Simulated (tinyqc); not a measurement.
Worked calculation: microkinetic model of low-temperature epitaxy from hydride gases: adsorption, hydrogen desorption and rate control. Computed by tinyqc, a small Python program that keeps every step. Command: `OMP_NUM_THREADS=1 python tinyqc.py 3015612 3015613 out.jsonl hepi walk`. One thread of a shared host (Intel(R) Xeon(R) Processor @ 2.30GHz), about 0.01 s of CPU time with the checks. Intermediate numbers are printed to about 6 digits and carried at full precision; extremes and crossings named in words are read from the listed rows.

Each hydride molecule needs two free sites and leaves four hydrogen atoms, of which two leave at once as H2; theta is the hydrogen coverage, the site density is 6.78 per nm^2 and one layer is 1.358 angstrom thick.

Inputs (values chosen for the exercise, close to those used for silane on Si(001)):

| quantity | value | unit |
|---|---|---|
| silane pressure p_S | 0.023 | Pa |
| sticking prefactor of silane s0 | 0.14 | - |
| adsorption barrier E_s | 0.17 | eV |
| desorption prefactor nu_d | 2.3e+12 | 1/s |
| desorption energy on silicon E_d | 2.18 | eV |
| hydrogen carrier pressure p_H | 48 | Pa |
| sticking of hydrogen s_H | 8.5e-07 | - |
| temperature T | 730 | C |

Film: silicon. Order of hydrogen desorption: first.

Constants: k_B = 8.617333262e-05 eV/K; u = 1.6605390666e-27 kg; k_B = 1.380649e-23 J/K.

## Rate constants

Flux per site F = p/(sqrt(2 pi M k_B T) x 6.78e18 per m^2), M = 32.12 u (silane), 2.016 u (hydrogen); s = s0 exp(-E_s/(k_B T)); k_S = s F_S = k; k_H = s_H F_H; k_d = nu_d exp(-E_d/(k_B T)). Temperatures in kelvin are T(C) + 273.15.

k = 0.975500 1/s

k_H = 0.352571 1/s

k_d = 25.6750 1/s

## Coverage and growth rate

With k the hydride and k_H the hydrogen adsorption rate on free pairs and k_d the desorption rate, steady state: 2 (k + k_H)(1 - theta)^2 = k_d theta; growth rate R = k (1 - theta)^2 layers/s; 1 layer/s = 8.148 nm/min. With c = 2 (k + k_H)/k_d the free share is 1 - theta = 2/(1 + sqrt(1 + 4c)).

c = 0.103452

hydrogen coverage theta = 0.0863563

growth rate R in layers = 0.814294 layers/s

growth rate G = 6.63487 nm/min

The surface is mostly bare: the arrival of hydride limits growth.

## Degrees of rate control

X_i = d ln R/d ln k_i at fixed other constants. With f = 1 - theta and a = 2/f + 1/theta: d ln f/d ln k_d = 1/(a f), so X_d = 2/(a f), X_k = 1 - X_d k/(k + k_H), X_H = -X_d k_H/(k + k_H); they sum to 1.

X_d (desorption) = 0.158983

X_k (hydride adsorption) = 0.883223

X_H (hydrogen adsorption) = -0.0422062

## Two regimes over temperature

Limits: desorption-limited R = k_d k/(2 (k + k_H)), adsorption-limited R = k.

Growth:

| T (C) | theta | G (nm/min) | desorption limit (nm/min) | adsorption limit (nm/min) |
|---|---|---|---|---|
| 400 | 0.992155 | 2.27738e-04 | 2.29539e-04 | 3.70008 |
| 450 | 0.972546 | 3.29503e-03 | 3.38804e-03 | 4.37175 |
| 500 | 0.920079 | 3.22169e-02 | 3.50154e-02 | 5.04378 |
| 550 | 0.804609 | 2.17905e-01 | 2.70821e-01 | 5.70769 |
| 600 | 0.604088 | 9.96449e-01 | 1.64951e+00 | 6.35708 |
| 650 | 0.354102 | 2.91500e+00 | 8.23209e+00 | 6.98733 |
| 700 | 0.155828 | 5.41258e+00 | 3.47344e+01 | 7.59525 |
| 750 | 0.057216 | 7.26961e+00 | 1.27056e+02 | 8.17874 |
| 800 | 0.020389 | 8.38393e+00 | 4.11190e+02 | 8.73657 |
| 850 | 0.007625 | 9.12736e+00 | 1.19706e+03 | 9.26816 |

The apparent activation energy of G is 2.24 eV between the first rows and 0.18 eV between the last; full hydrogen cover gives a value near the desorption energy (plus E_s where k_H far exceeds k), a bare surface one near E_s less k_B T/2 from the flux. The coverage passes one half between 600 and 650 C, the knee of the Arrhenius plot.

Checks made by the program: steady coverage against time integration of d theta/dt (relative difference below 1e-10); degree of control against a finite difference (relative difference 7e-10).
